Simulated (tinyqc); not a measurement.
# Square on-chip spiral inductor, lumped pi model: effects of single changes

Outer diameter do = di + 2 n wd + 2 (n - 1) sp, mean da = (do + di)/2, fill p = (do - di)/(do + di), length l = 4 n da. L = 2.34 mu0 n^2 da/(1 + 2.75 p), mu0 = 4 pi 1e-7 H/m. Rs = rho l/(wd delta (1 - exp(-th/delta))), delta = sqrt(rho/(pi f mu0)). Cs = n wd^2 eps0 eo/hu across the coil. At each end Cox = l wd eps0 eo/(2 ho) leads to the substrate branch Rsi = 2 rs he/(l wd) in parallel with Csi = l wd eps0 11.7/(2 he). With one end grounded Y = 1/(Rs + i w L) + i w Cs + 1/[1/(i w Cox) + 1/(1/Rsi + i w Csi)], w = 2 pi f; Q = -Im Y/Re Y. Eddy currents in neighbouring turns and in the substrate are left out.

Values chosen for this exercise; values of the order met in silicon radio-frequency processes: number of turns n = 3.5; line width wd = 4 um; space between turns sp = 3 um; inner diameter di = 80 um; metal thickness th = 0.9 um; metal resistivity rho = 2.2 uohm cm; oxide below the coil ho = 5.9 um; oxide between coil and underpass hu = 0.6 um; relative permittivity of the oxide eo = 3.9; substrate resistivity rs = 1000 ohm cm; effective spreading depth in the substrate he = 80 um; frequency f = 5.2 GHz.

Constants: eps0 = 8.8541878128e-12 F/m. Results are converted to the units shown.

Each table varies one quantity; the others keep the values above.

## Quality factor against frequency

Apparent inductance Im(1/Y)/w; share of the loss Re(substrate branch)/Re Y.

Result of one run:
```
f (GHz),Rs (ohm),w L/Rs,Q,apparent inductance (nH),loss in the substrate (%)
22,18.65,17.13,12.24,3.182,1.290
```

What becomes of these results when the frequency f is changed from 22 to 8.2 GHz, all else the same?

Result of the changed run:
```
f (GHz),Rs (ohm),w L/Rs,Q,apparent inductance (nH),loss in the substrate (%)
8.2,14.27,8.342,7.999,2.401,0.2393
```

The whole series:
```
f (GHz),Rs (ohm),w L/Rs,Q,apparent inductance (nH),loss in the substrate (%)
0.7,10.14,1.002,1.001,2.310,0.004833
1.1,10.54,1.516,1.514,2.311,0.008268
1.9,11.16,2.470,2.464,2.314,0.01888
3.1,11.92,3.775,3.751,2.322,0.04328
5,12.91,5.624,5.536,2.342,0.1002
8.2,14.27,8.342,7.999,2.401,0.2393
13,15.98,11.81,10.61,2.554,0.5318
22,18.65,17.13,12.24,3.182,1.290
36,22.11,23.64,6.004,8.612,2.863
```

Q goes from 1.00 through a maximum of 12.2 (at f = 22 GHz among the rows listed) to 6.00; the exact peak is 12.3 at 20.9 GHz and Q reaches zero at the self-resonance, 41.9 GHz. The share of the substrate rises from 0.00483 to 2.86 %, and the apparent inductance ends at 3.73 times L. At the peak the substrate takes 1.19 % of the loss. For f = 22, 36 the coil is longer than 0.15 of a wavelength in the oxide, where one lumped section is rough.

## Effect of the line width

Same model as above.

Peak Q and its frequency from a search over f; self-resonance where Im Y = 0; Q at the given f (negative beyond resonance).

Effect of the line width:
```
wd (um),L (nH),do (um),peak Q,f of the peak (GHz),self-resonance (GHz),Q at f
2,2.394,109.0,9.538,33.71,69.13,3.210
4,2.310,123.0,12.27,20.92,41.90,5.709
6,2.269,137.0,13.46,15.38,30.38,7.748
9,2.255,158.0,14.15,11.04,21.51,10.18
13,2.286,186.0,14.30,7.977,15.37,12.48
18,2.369,221.0,14.05,5.858,11.19,13.85
25,2.529,270.0,13.48,4.194,7.949,12.56
```

What does the table show?

As wd goes from 2 to 25, L goes from 2.39 through a minimum of 2.25 (at wd = 9 among the rows listed) to 2.53 nH, the peak Q goes from 9.54 through a maximum of 14.3 (at wd = 13 among the rows listed) to 13.5, its frequency falls from 33.7 to 4.19 GHz and the self-resonance falls from 69.1 to 7.95 GHz.

tinyqc, about 0.01 s, one thread, Intel Xeon 2.30GHz (shared host): `OMP_NUM_THREADS=1 python tinyqc.py 2302166 2302167 out.jsonl`
